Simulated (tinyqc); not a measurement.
Leakage currents through a thin dielectric: one step, computed by the program tinyqc.

Electrons leave an electrode with Fermi energy E_F above its band bottom; barriers are counted from the Fermi level, and both electrodes are alike.

Question. Fields. Field F = V/t; equivalent oxide thickness 3.9 t/k.

Inputs (values chosen for the exercise, modelled on Si3N4): static permittivity k = 7.75; thickness t = 1.7 nm; voltage V = 1.3 V.

Stack: single layer.

Give: field F; equivalent oxide thickness.

Answer.

field F = 7.6471 MV/cm

equivalent oxide thickness = 0.85548 nm
